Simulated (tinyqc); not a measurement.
# Trench capacitor in an array: capacitance, non-linearity, leakage and relaxation: what changes with what

A film between two metal electrodes, each interface adding a series capacitance ci. The small-signal permittivity is ek (1 + aq E^2); the field is found with the linear permittivity. Leakage J = J0 sinh(E/Ef). After a voltage step the film passes a relaxation current kr C V tt^(-nr), tt being the time in seconds. The sidewall is a coaxial capacitor with radii a = dm/2 - t and b = dm/2, depth AR dm; the end face is left out.

Parameters, values chosen for the exercise; permittivity of the order of that of hafnium oxide:

| symbol | value | unit | meaning |
|---|---|---|---|
| ek | 22.3 |  | relative permittivity of the film |
| t | 14 | nm | film thickness |
| ci | 140 | uF/cm^2 | capacitance of each electrode interface (dead layer and screening) |
| aq | 0.01 | cm^2/MV^2 | quadratic field coefficient of the permittivity |
| V | 0.6 | V | bias |
| nr | 0.957 |  | exponent of the relaxation current |
| kr | 0.001 |  | strength of the relaxation |
| J0 | 9.1e-11 | A/cm^2 | leakage prefactor |
| Ef | 0.42 | MV/cm | field for an e-fold rise of the leakage |
| dm | 120 | nm | diameter of the hole |
| pt | 170 | nm | pitch of the square array |
| rho | 110 | uohm cm | resistivity of the inner electrode |
| t0 | 2e-8 | s | duration of the write pulse |

Constants: eps0 = 8.8541878128e-14 F/cm where lengths are in cm. Results are converted to the units shown.

Each table varies one quantity; the others keep the values above.

## Capacitance, non-linearity and leakage against thickness

Planar film: Cf = eps0 ek/t, 1/C = 1/Cf + 2/ci, EOT = 3.9 eps0/C, effective permittivity C t/eps0, E = (V/t) C/Cf; quadratic coefficient [C(V)/C - 1]/V^2 with Cf (1 + aq E^2) in C(V).

Result of one run:
```
t (nm)	C (uF/cm^2)	EOT (nm)	effective permittivity	E (MV/cm)	quadratic coefficient (ppm/V^2)	J (A/cm^2)
5.5	3.415	1.011	21.21	1.038	2.844e4	5.344e-10
```

What becomes of these results when the film thickness t is changed from 5.5 to 12 nm, all else the same?

Result of the changed run:
```
t (nm)	C (uF/cm^2)	EOT (nm)	effective permittivity	E (MV/cm)	quadratic coefficient (ppm/V^2)	J (A/cm^2)
12	1.608	2.148	21.79	0.4885	6477	1.314e-10
```

The whole series:
```
t (nm)	C (uF/cm^2)	EOT (nm)	effective permittivity	E (MV/cm)	quadratic coefficient (ppm/V^2)	J (A/cm^2)
2.5	7.097	0.4866	20.04	2.157	1.156e5	7.728e-9
3.7	4.958	0.6964	20.72	1.507	5.850e4	1.643e-9
5.5	3.415	1.011	21.21	1.038	2.844e4	5.344e-10
8.2	2.328	1.483	21.56	0.7074	1.343e4	2.367e-10
12	1.608	2.148	21.79	0.4885	6477	1.314e-10
18	1.080	3.197	21.96	0.3282	2946	7.857e-11
27	0.7237	4.771	22.07	0.2199	1330	4.986e-11
40	0.4902	7.045	22.14	0.1489	612.0	3.295e-11
60	0.3275	10.54	22.20	0.09953	273.9	2.177e-11
```

C falls from 7.10 to 0.328 uF/cm^2 while the effective permittivity goes from 20.0 to 22.2 (ek = 22.3). EOT is a straight line in t with slope 3.9/ek = 0.175 and intercept 0.0493 nm. The quadratic coefficient goes as t^(-1.74) between the first two rows and t^(-1.98) between the last two (-2 without interfaces), and J falls by 2.55 decades. For t = 2.5, 3.7 direct tunnelling, left out, would add to the leakage.

## Cell against the aspect ratio

Per length 1/c = ln(b/a)/(2 pi eps0 ek) + (1/a + 1/b)/(2 pi ci); cell capacitance c AR dm; per footprint over pt^2; fields c V/(2 pi eps0 ek r) at r = a and b; resistance of the inner electrode rho AR dm/(pi a^2); time constant R C/3 of the distributed line.

The same in every row: field at a (MV/cm) = 0.48110; field at b (MV/cm) = 0.36884.

Cell against the aspect ratio:
```
AR	cell capacitance (fF)	per footprint (uF/cm^2)	R (kohm)	R C/3 (ps)
5	2.7455	9.5000	0.099284	0.090862
10	5.4910	19.000	0.19857	0.36345
20	10.982	38.000	0.39714	1.4538
30	16.473	57.000	0.59570	3.2710
50	27.455	95.000	0.99284	9.0862
70	38.437	133.00	1.3900	17.809
100	54.910	190.00	1.9857	36.345
```

What does the comparison show?

As AR goes from 5 to 100, the cell capacitance rises from 2.75 to 54.9 fF, the capacitance per footprint rises from 9.50 to 190 uF/cm^2, the ratio of the two fields stays at 1.30 and R C/3 rises from 0.0909 to 36.3 ps; the time constant goes as AR^(2.00) between the first two rows and AR^(2.00) between the last two.

## Charge lost after writing

Planar film: Cf = eps0 ek/t, 1/C = 1/Cf + 2/ci, EOT = 3.9 eps0/C, effective permittivity C t/eps0, E = (V/t) C/Cf. A capacitor written for t0 and then left open loses, as a share of C V, kr (tt^(1 - nr) - t0^(1 - nr))/(1 - nr) by relaxation and J tt/(C V) by leakage; both are taken as small, and rows far outside that range are left out.

The same in every row: leakage current (nA/cm^2) = 0.1070.

Result of one run:
```
tt (s)	relaxation current (nA/cm^2)	loss by relaxation (%)	loss by leakage (%)	total loss (%)
1	0.8295	1.240	0.01290	1.253
```

What becomes of these results when the time since the start of the write pulse tt is changed from 1 to 0.1 s, all else the same?

Result of the changed run:
```
tt (s)	relaxation current (nA/cm^2)	loss by relaxation (%)	loss by leakage (%)	total loss (%)
0.1	7.513	1.021	0.001290	1.023
```

The whole series:
```
tt (s)	relaxation current (nA/cm^2)	loss by relaxation (%)	loss by leakage (%)	total loss (%)
1e-6	4.579e5	0.1988	1.290e-8	0.1988
1e-5	5.056e4	0.3324	1.290e-7	0.3324
0.0001	5582	0.4799	1.290e-6	0.4799
0.001	616.3	0.6428	1.290e-5	0.6428
0.01	68.05	0.8227	1.290e-4	0.8228
0.1	7.513	1.021	0.001290	1.023
1	0.8295	1.240	0.01290	1.253
10	0.09158	1.483	0.1290	1.611
100	0.01011	1.750	1.290	3.039
1000	0.001116	2.045	12.90	14.94
```

The two currents are equal at tt = 8.50 s. The loss by relaxation grows from 0.199 to 2.04 %, by 0.134 points over the first decade and 0.295 over the last, while the loss by leakage grows tenfold a decade. Leakage is the larger loss for tt = 1000 s. For tt = 1000 the falling voltage would already cut the leakage, so the linear estimate overstates the loss.

Numbers from tinyqc (`OMP_NUM_THREADS=1 python tinyqc.py 2102169 2102170 out.jsonl`; about 0.01 s on one thread of a shared Intel Xeon 2.30GHz).
